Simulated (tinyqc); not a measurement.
Inside a calculation. Method: plane-wave Kohn-Sham cycle with exchange-only LDA in a layered model solid. Computed by tinyqc, a small Python program that keeps every step. Settings: points = 16, plane-wave index or count = 3, electrons = 2, k points = 4, area = 13.0, mixing = 0.8, iteration cap = 61. Command: `OMP_NUM_THREADS=1 python tinyqc.py 30026 30027 out.jsonl` (the two numbers bound the seeds that draw the settings). One thread of a shared host (Intel(R) Xeon(R) Processor @ 2.60GHz), about 0.03 s of CPU time with the checks. Later iterations appear only in the table of the cycle.

## Iteration 1: potential

A solid whose potential varies along x alone (atomic units):
```
parameter                      value
period a                   16.800000
cross-section of the cell  13.000000
electrons per cell                 2
grid points                       16
plane waves -n..n, n               3
k points                           4
V1 in V1 cos(2 pi x/a)     -0.130000
```

density at the start, on the grid x_j = j a/N (e/bohr^3): 0.0091575  0.0091575  0.0091575  0.0091575  0.0091575  0.0091575  0.0091575  0.0091575  0.0091575  0.0091575  0.0091575  0.0091575  0.0091575  0.0091575  0.0091575  0.0091575

V_H(G) = 4 pi rho(G)/G^2 for G != 0 (uniform background); v_x = -(3 rho/pi)^(1/3); V = V_ext + V_H + v_x; Fourier components f(G_m) = (1/N) sum_j f(x_j) exp(-i G_m x_j).

Potentials on the grid (hartree):
```
x            V_ext      V_H       v_x         V
0.00000   -0.13000  0.00000  -0.20602  -0.33602
1.05000   -0.12010  0.00000  -0.20602  -0.32613
2.10000   -0.09192  0.00000  -0.20602  -0.29795
3.15000   -0.04975  0.00000  -0.20602  -0.25577
4.20000          0  0.00000  -0.20602  -0.20602
5.25000    0.04975  0.00000  -0.20602  -0.15627
6.30000    0.09192  0.00000  -0.20602  -0.11410
7.35000    0.12010  0.00000  -0.20602  -0.08592
8.40000    0.13000  0.00000  -0.20602  -0.07602
9.45000    0.12010  0.00000  -0.20602  -0.08592
10.50000   0.09192  0.00000  -0.20602  -0.11410
11.55000   0.04975  0.00000  -0.20602  -0.15627
12.60000         0  0.00000  -0.20602  -0.20602
13.65000  -0.04975  0.00000  -0.20602  -0.25577
14.70000  -0.09192  0.00000  -0.20602  -0.29795
15.75000  -0.12010  0.00000  -0.20602  -0.32613
```

V(G_m), m = 0, 1, 2, ... (hartree): -0.20602  -0.06500  0.00000  0.00000  0.00000  0.00000  0.00000

## Iteration 1: Hamiltonian at one k

k = 0.12500 2 pi / a

H(m,m') = (k + G_m)^2/2 delta + V(G_m - G_m'), with V(-G) = V(G).

H (hartree), lower triangle:
```
          -3        -2        -1        +0        +1        +2       +3
-3   0.37206
-2  -0.06500   0.03985
-1   0.00000  -0.06500  -0.15248
+0   0.00000   0.00000  -0.06500  -0.20493
+1   0.00000   0.00000   0.00000  -0.06500  -0.11751
+2   0.00000   0.00000   0.00000   0.00000  -0.06500   0.10979
+3   0.00000   0.00000   0.00000   0.00000   0.00000  -0.06500  0.47696
```

## Iteration 1: levels at that k

Diagonalise the Hermitian matrix.

eigenvalues (hartree): -0.27350  -0.15671  -0.08583  0.04966  0.11718  0.38460  0.48833

## Iteration 1: new density

Motion across x is left out: the lowest 1 band(s) hold two electrons at each of the k points (j + 1/2)/nk - 1/2. Residual R = rho(out) - rho(in); rho(new) = rho(in) + 0.8 R. rho(out) = 2/(a A nk) sum |psi|^2 with psi = sum c exp(i G x). Harris energy E = band energy - dV sum rho (V_H/2 + v_x) + (3/4) dV sum rho v_x with rho(in), dV = a A/N, band energy = (2/nk) sum of the filled levels.

rho(out) (e/bohr^3): 0.0300290  0.0261994  0.0174696  0.0090290  0.0037240  0.0012848  0.0003930  0.0001169  0.0000578  0.0001169  0.0003930  0.0012848  0.0037240  0.0090290  0.0174696  0.0261994

density after iteration 1 (e/bohr^3): 0.0258547  0.0227910  0.0158072  0.0090547  0.0048107  0.0028594  0.0021459  0.0019250  0.0018777  0.0019250  0.0021459  0.0028594  0.0048107  0.0090547  0.0158072  0.0227910

energy per cell = -0.4436576 hartree

## Iteration 2: potential

As before.

Potentials on the grid (hartree):
```
x            V_ext       V_H       v_x         V
0.00000   -0.13000   1.08666  -0.29119   0.66547
1.05000   -0.12010   0.97468  -0.27920   0.57538
2.10000   -0.09192   0.67847  -0.24714   0.33940
3.15000   -0.04975   0.28972  -0.20525   0.03472
4.20000          0  -0.10066  -0.16624  -0.26690
5.25000    0.04975  -0.43351  -0.13977  -0.52353
6.30000    0.09192  -0.68050  -0.12702  -0.71559
7.35000    0.12010  -0.83089  -0.12250  -0.83329
8.40000    0.13000  -0.88127  -0.12149  -0.87276
9.45000    0.12010  -0.83089  -0.12250  -0.83329
10.50000   0.09192  -0.68050  -0.12702  -0.71559
11.55000   0.04975  -0.43351  -0.13977  -0.52353
12.60000         0  -0.10066  -0.16624  -0.26690
13.65000  -0.04975   0.28972  -0.20525   0.03472
14.70000  -0.09192   0.67847  -0.24714   0.33940
15.75000  -0.12010   0.97468  -0.27920   0.57538
```

V(G_m), m = 0, 1, 2, ... (hartree): -0.18668  0.37877  0.04082  0.00580  0.00071  -0.00002  0.00000

## Iteration 2: Hamiltonian at one k

k = 0.12500 2 pi / a

As before.

H (hartree), lower triangle:
```
          -3        -2        -1        +0        +1       +2       +3
-3   0.39140
-2   0.37877   0.05919
-1   0.04082   0.37877  -0.13313
+0   0.00580   0.04082   0.37877  -0.18559
+1   0.00071   0.00580   0.04082   0.37877  -0.09817
+2  -0.00002   0.00071   0.00580   0.04082   0.37877  0.12913
+3   0.00000  -0.00002   0.00071   0.00580   0.04082  0.37877  0.49630
```

## Iteration 2: levels at that k

As before.

eigenvalues (hartree): -0.73923  -0.47120  -0.19578  0.09740  0.38851  0.73736  0.84209

## Iteration 2: new density

As before.

rho(out) (e/bohr^3): 0.0000017  0.0000008  0.0000068  0.0000270  0.0003712  0.0033642  0.0145488  0.0332381  0.0434049  0.0332381  0.0145488  0.0033642  0.0003712  0.0000270  0.0000068  0.0000008

density after iteration 2 (e/bohr^3): 0.0051723  0.0045588  0.0031669  0.0018326  0.0012591  0.0032632  0.0120682  0.0269755  0.0350995  0.0269755  0.0120682  0.0032632  0.0012591  0.0018326  0.0031669  0.0045588

energy per cell = -1.9578812 hartree

## Convergence

Stop when sqrt(dV sum R^2) is below 1e-8, dV = a A/N.

Course of the cycle:
```
iteration  E (hartree)  norm of the residual
1           -0.4436576              1.54e-01
2           -1.9578812              2.96e-01
3           -2.4048788              2.99e-01
4           -2.0023428              2.92e-01
5           -2.3570462              2.93e-01
6           -2.0128977              2.92e-01
7           -2.3544099              2.93e-01
8           -2.0136540              2.93e-01
9           -2.3542550              2.93e-01
10          -2.0136968              2.93e-01
11          -2.3542465              2.93e-01
...                ...                   ...
51          -2.3542461              2.93e-01
52          -2.0136992              2.93e-01
53          -2.3542461              2.93e-01
54          -2.0136992              2.93e-01
55          -2.3542461              2.93e-01
56          -2.0136992              2.93e-01
57          -2.3542461              2.93e-01
58          -2.0136992              2.93e-01
59          -2.3542461              2.93e-01
60          -2.0136992              2.93e-01
61          -2.3542461              2.93e-01
```

Not converged within 61 iterations: the residual has stopped falling: the iteration swings between two states. Reruns (cap 100 unless said): mixing 0.1: not converged; mixing 0.5, Kerker q0 1.0: not converged; mixing 0.3, Pulay depth 5: converged in 25 (E = -0.30901); the original settings with a cap of 400: not converged.
